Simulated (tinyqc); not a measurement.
Thermal boundary conductance by the acoustic and diffuse mismatch models: one step, computed by the program tinyqc. Command: `OMP_NUM_THREADS=1 python tinyqc.py 3027107 3027108 out.jsonl kapitza walk`. One thread of a shared host (Intel(R) Xeon(R) Processor @ 2.30GHz), about 0.01 s of CPU time with the checks.

Each side has one longitudinal and two transverse Debye branches, omega = v q up to q_D = (6 pi^2 n)^(1/3), with n counting all atoms. Scattering at the interface is elastic. Electrons are left out of G, also for metals. Melting is ignored. G refers to the temperatures of the phonons sent towards the interface. Linear branches over all atoms overstate G at high T, most for crystals with several atoms a cell.

Problem. Acoustic mismatch: transmission of each branch. No mode conversion. t(theta) = 4 Z_1 Z_2 cos(theta_1) cos(theta_2)/N^2, with N = Z_2 cos(theta_1) + Z_1 cos(theta_2) for L (the form for pressure waves) and N = Z_1 cos(theta_1) + Z_2 cos(theta_2) for both T branches (the form for shear waves polarised along the interface); sin(theta_2) = (v_2/v_1) sin(theta_1), and t = 0 beyond the critical angle arcsin(v_1/v_2); the mean over the incoming flux is alpha = 2 int t sin(theta_1) cos(theta_1) d theta_1 (64 Gauss-Legendre points).

Structure: film on a substrate.

Branches:

| branch | v (m/s) | cut-off (K) | Z (1e6 kg/(m^2 s)) |
|---|---|---|---|
| L, side 1 | 5160 | 606.717 | 100.1040 |
| T, side 1 | 2940 | 345.688 | 57.0360 |
| L, side 2 | 10600 | 1530.209 | 41.6580 |
| T, side 2 | 6480 | 935.448 | 25.4664 |

Give: Transmission.

Solution.

Transmission:

| branch | t at normal incidence | largest angle from side 1 (deg) | alpha, 1 to 2 | alpha, 2 to 1 |
|---|---|---|---|---|
| L | 0.8300 | 29.13 | 0.2153 | 0.9087 |
| T | 0.8536 | 26.98 | 0.1434 | 0.6967 |

For L waves from side 1 the critical cone of 29 degrees bounds the transmission; the mean is 0.22 against 0.83 at normal incidence. For T waves from side 1 the critical cone of 27 degrees bounds the transmission; the mean is 0.14 against 0.85 at normal incidence.
